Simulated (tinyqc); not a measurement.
Changing the height L: global model of a low-pressure process discharge: electron temperature, density, ion flux and ion energy. Computed by tinyqc, a small Python program. Command: `OMP_NUM_THREADS=1 python tinyqc.py 3111467 3111468 out.jsonl plasma sweep`. One thread of a shared host (Intel(R) Xeon(R) Processor @ 2.30GHz), about 0.01 s of CPU time with the checks.

Maxwellian electrons with temperature T_e in eV, one positive ion, no negative ions, uniform bulk density n; rate constants have the Arrhenius form.

Inputs (values chosen for the exercise, of the order of those of an inductive discharge in a simple atomic gas): ion mass M = 32 u; ionisation prefactor K0 = 7e-14 m^3/s; ionisation energy E_iz = 15.3 eV; excitation prefactor X0 = 9.8e-15 m^3/s; excitation energy E_ex = 9.1 eV; elastic rate constant K_el = 1.9e-13 m^3/s; ion-neutral cross section = 6.1e-19 m^2; pressure p = 4.6 Pa; gas temperature T_g = 500 K; radius R = 18 cm; absorbed power P = 1800 W.

Constants: k_B = 1.380649e-23 J/K; e = 1.602176634e-19 C; u = 1.6605390666e-27 kg; m_0 = 9.1093837015e-31 kg.

Method:
- n_g = p/(k_B T_g); lambda_i = 1/(n_g sigma); h_L = 0.86/sqrt(3 + L/(2 lambda_i)), h_R = 0.8/sqrt(4 + R/lambda_i); A_eff = 2 pi R^2 h_L + 2 pi R L h_R; d_eff = pi R^2 L/A_eff.
- Particle balance: K0 exp(-E_iz/T_e) n_g d_eff = u_B, u_B = sqrt(e T_e/M).
- Root found by bracketing.
- E_c = E_iz + (X0 exp(-E_ex/T_e) E_ex + K_el (3 m_0/M) T_e)/K_iz; wall potential V_s = (T_e/2) ln(M/(2 pi m_0)); E_T = E_c + 2 T_e + T_e/2 + V_s; n = P/(e u_B A_eff E_T); ion current density J = e h_L n u_B; ionised share n/n_g.

One run for each value:
```
height L (cm)  T_e (eV)  ion current density J (mA/cm^2)  plasma density n (1/cm^3)  d_eff (cm)
2.0              2.4509                           17.574                 1.2471e+12       2.997
3.1              2.2366                           16.178                 1.3789e+12       5.207
4.7              2.0655                           14.379                 1.4815e+12       8.817
7.2              1.9197                           12.139                 1.5376e+12      14.924
11.0             1.8024                            9.666                 1.5154e+12      24.289
17.0             1.7093                            7.107                 1.3923e+12      37.552
26.0             1.6434                            4.862                 1.1846e+12      52.710
40.0             1.5985                            3.060                 9.2885e+11      67.557
```

Describe the trends.

Over the rows, T_e (eV) falls from 2.45 to 1.60 (exponent d ln y / d ln x -0.21 between the first rows and -0.064 between the last); ion current density J (mA/cm^2) falls from 17.6 to 3.06 (exponent d ln y / d ln x -0.19 between the first rows and -1.1 between the last); plasma density n (1/cm^3) goes from 1.25e12 through a maximum among these rows, 1.54e12 at 7.20, to 9.29e11.

Caution (rows 17.0, 26.0, 40.0): at so short an ion path the formulas for h_L and h_R give way to the ambipolar-diffusion limit.

Extremes, crossings and ranges named in words are read from the listed rows.
